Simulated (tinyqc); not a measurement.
Worked calculation: RKS/B3LYP (VWN-RPA form) in the sto-6g basis, for BeH2, spin multiplicity 1. One step of it, computed by the program tinyqc.

Question. Iteration 7 (converged): orbitals. Diagonalise F' = X^T F X, C = X C', fill 3 alpha and 3 beta electrons from the bottom; D = 2 C_occ C_occ^T. Each column has its largest component positive (the first on a tie).

converged F (hartree), order 1Be 1s, 1Be 2s, 1Be 2px, 1Be 2py, 1Be 2pz, 2H 1s, 3H 1s:
```
[[-3.950382, -1.105961, 0.000000, 0.000000, 0.001562, -0.223507, -0.223507],
 [-1.105961, -0.496443, 0.000000, 0.000000, -0.004267, -0.254048, -0.254048],
 [0.000000, 0.000000, 0.041462, 0.000000, 0.000000, 0.000000, 0.000000],
 [0.000000, 0.000000, 0.000000, -0.114333, 0.000000, -0.210006, 0.210006],
 [0.001562, -0.004267, 0.000000, 0.000000, 0.040362, -0.018780, -0.018780],
 [-0.223507, -0.254048, 0.000000, -0.210006, -0.018780, -0.186383, -0.024032],
 [-0.223507, -0.254048, 0.000000, 0.210006, -0.018780, -0.024032, -0.186383]]
```

X, order 1Be 1s, 1Be 2s, 1Be 2px, 1Be 2py, 1Be 2pz, 2H 1s, 3H 1s:
```
[[1.027295, -0.147906, 0.000000, 0.000000, -0.001687, 0.018744, 0.018744],
 [-0.147906, 1.187344, 0.000000, 0.000000, 0.018201, -0.253726, -0.253726],
 [0.000000, 0.000000, 1.000000, 0.000000, 0.000000, 0.000000, 0.000000],
 [0.000000, 0.000000, 0.000000, 1.268150, 0.000000, -0.353911, 0.353911],
 [-0.001687, 0.018201, 0.000000, 0.000000, 1.002048, -0.028657, -0.028657],
 [0.018744, -0.253726, 0.000000, -0.353911, -0.028657, 1.214613, -0.070286],
 [0.018744, -0.253726, 0.000000, 0.353911, -0.028657, -0.070286, 1.214613]]
```

Give: F' = X^T F X; orbital energies; coefficients C; D after iteration 7.

Answer.

F' = X^T F X (hartree):
```
[[-3.8583, -0.5964, 0.0000, 0.0000, -0.0002, -0.0254, -0.0254],
 [-0.5964, -0.1522, 0.0000, 0.0000, 0.0130, -0.1830, -0.1830],
 [0.0000, 0.0000, 0.0415, 0.0000, 0.0000, 0.0000, 0.0000],
 [0.0000, 0.0000, 0.0000, 0.1525, 0.0000, -0.2697, 0.2697],
 [-0.0002, 0.0130, 0.0000, 0.0000, 0.0426, -0.0215, -0.0215],
 [-0.0254, -0.1830, 0.0000, -0.2697, -0.0215, 0.0212, -0.0641],
 [-0.0254, -0.1830, 0.0000, 0.2697, -0.0215, -0.0641, 0.0212]]
```

orbital energies (hartree): [-3.9534, -0.3006, -0.2639, 0.0372, 0.0415, 0.2059, 0.5017]

coefficients C, order 1Be 1s, 1Be 2s, 1Be 2px, 1Be 2py, 1Be 2pz, 2H 1s, 3H 1s:
```
[[0.9919, -0.2149, 0.0000, 0.0466, 0.0000, -0.2138, 0.0000],
 [0.0325, 0.6081, 0.0000, -0.2052, 0.0000, 1.0714, 0.0000],
 [0.0000, 0.0000, 0.0000, 0.0000, 1.0000, 0.0000, 0.0000],
 [0.0000, 0.0000, 0.4874, 0.0000, 0.0000, 0.0000, 1.2733],
 [0.0001, 0.0197, 0.0000, 0.9768, 0.0000, 0.2269, 0.0000],
 [-0.0054, 0.3805, 0.4310, 0.0993, 0.0000, -0.7521, -0.8746],
 [-0.0054, 0.3805, -0.4310, 0.0993, 0.0000, -0.7521, 0.8746]]
```

D after iteration 7, order 1Be 1s, 1Be 2s, 1Be 2px, 1Be 2py, 1Be 2pz, 2H 1s, 3H 1s:
```
[[2.0600, -0.1969, 0.0000, 0.0000, -0.0083, -0.1743, -0.1743],
 [-0.1969, 0.7416, 0.0000, 0.0000, 0.0240, 0.4624, 0.4624],
 [0.0000, 0.0000, 0.0000, 0.0000, 0.0000, 0.0000, 0.0000],
 [0.0000, 0.0000, 0.0000, 0.4751, 0.0000, 0.4201, -0.4201],
 [-0.0083, 0.0240, 0.0000, 0.0000, 0.0008, 0.0150, 0.0150],
 [-0.1743, 0.4624, 0.0000, 0.4201, 0.0150, 0.6612, -0.0819],
 [-0.1743, 0.4624, 0.0000, -0.4201, 0.0150, -0.0819, 0.6612]]
```
